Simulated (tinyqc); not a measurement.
Joule-heated wire on a substrate, fin equation: two steps of the calculation.

A wire of length L loses heat along itself to two contacts and sideways to the substrate: kap A theta'' - g theta + p = 0 with theta = T - T0 and p(x) = p0 exp(-((x/L - x0)/sg)^2/2). The ends are held at T0. Constant conductivity, diffusive heat flow.

Inputs (values chosen for the exercise): temperature of substrate and contacts T0 = 300 K; conductivity along the wire kap = 23 W/(m K); cross-section A = 69 nm^2; conductance per length to the substrate g = 0.69 W/(m K); length between the contacts L = 280 nm; peak heating per length p0 = 0.14 uW/nm.

Problem 1. Healing length. LH = sqrt(kap A/g); far from the contacts uniform heating p0 would give theta = p0/g.

Give: LH; L/LH; p0/g.

Solution 1.

LH = 47.96 nm
L/LH = 5.838
p0/g = 202.9 K

Problem 2. Temperature rise. Solve -c theta_(i-1) + d_i theta_i - c theta_(i+1) = b_i for nodes 1 to 7, with theta = 0 at nodes 0 and 8.

c = 0.045342857 uW/K

| node | d (uW/K) | b (uW) |
|---|---|---|
| 1 | 0.11483571 | 5.5889877e-20 |
| 2 | 0.11483571 | 2.9899490e-12 |
| 3 | 0.11483571 | 2.0846623e-6 |
| 4 | 0.11483571 | 0.018943009 |
| 5 | 0.11483571 | 2.2433835 |
| 6 | 0.11483571 | 3.4625766 |
| 7 | 0.11483571 | 0.069652477 |

Wanted: theta.

Solution 2.

| node | theta (K) |
|---|---|
| 0 | 0.00 |
| 1 | 2.39 |
| 2 | 6.06 |
| 3 | 12.95 |
| 4 | 26.74 |
| 5 | 54.35 |
| 6 | 61.43 |
| 7 | 24.86 |
| 8 | 0.00 |

tinyqc, about 0.01 s, one thread, Intel Xeon 2.30GHz (shared host): `OMP_NUM_THREADS=1 python tinyqc.py 2520031 2520032 out.jsonl`
